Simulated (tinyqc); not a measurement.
Long-channel MOSFET, surface-potential model: two steps of the calculation.

n-channel transistor on a uniformly doped p-type body, gradual-channel approximation, constant mobility, Boltzmann statistics, full ionisation. Potentials are counted from the neutral body; V is the electron quasi-Fermi potential, Vsb at the source and Vsb + Vds at the drain. Charges are magnitudes per area.

Inputs (values chosen for the exercise); material values close to those of gallium arsenide:
- T = 300 K (temperature)
- Vfb = -0.91 V (flat-band voltage)
- mu = 380 cm^2/(V s) (channel mobility)
- W = 10 um (gate width)
- L = 5 um (gate length)
- Vsb = 0 V (source-body reverse bias)
- Vgs = 0.58 V (gate-source voltage)
- Vds = 0.1 V (drain-source voltage)

Constants: q = 1.602176634e-19 C, kB = 1.380649e-23 J/K, Vt = kB T/q. Results are converted to the units shown.

Task 1. Charges and current of the charge-sheet model. psi_0 and psi_L solve Vgs + Vsb - Vfb - psi = gamma sqrt(G) at V = Vsb and Vsb + Vds. Qi = Cox gamma [sqrt(G) - sqrt(psi - Vt)], G = psi - Vt + Vt exp((psi - 2 phiF - V)/Vt), at both ends. With U = Vgs + Vsb - Vfb: drift = mu (W/L) Cox [U (psi_L - psi_0) - (psi_L^2 - psi_0^2)/2 - (2/3) gamma ((psi_L - Vt)^1.5 - (psi_0 - Vt)^1.5)]; diffusion = mu (W/L) Vt (Qi0 - QiL).

psi_0 = 1.1676006 V
psi_L = 1.1676615 V
phiF = 0.63473783 V
Cox = 0.80530946 uF/cm^2
gamma = 0.30165701 V^0.5

Wanted: Qi0; QiL; drift current; diffusion current; drain current.

Result 1.

Qi0 = 0.0571 nC/cm^2
QiL = 0.00120 nC/cm^2
drift current = 1.35e-6 uA
diffusion current = 0.00110 uA
drain current = 0.00110 uA

Drift carries 0.123 % of the current.

Task 2. Pao-Sah current by Simpson's rule. I = mu (W/L) integral of Qi dV; Simpson's rule on the 7 points, step Vds/6, weights 1, 4, 2, ..., 4, 1 times step/3.

Qi, Pao-Sah, point 0 to 6 (nC/cm^2): 0.057775788  0.030357825  0.015942353  0.0083696302  0.0043933207  0.0023059201  0.0012102555

Wanted: Pao-Sah current.

Result 2.

Pao-Sah current = 0.001114 uA

Gauss-Legendre quadrature on many points gives 0.001113 uA, so this value is 0.090 % above it; the charge-sheet current, 0.001100 uA, is 1.2 % below it.

Numbers from tinyqc (`OMP_NUM_THREADS=1 python tinyqc.py 2360146 2360147 out.jsonl`; about 0.07 s on one thread of a shared Intel Xeon 2.30GHz).
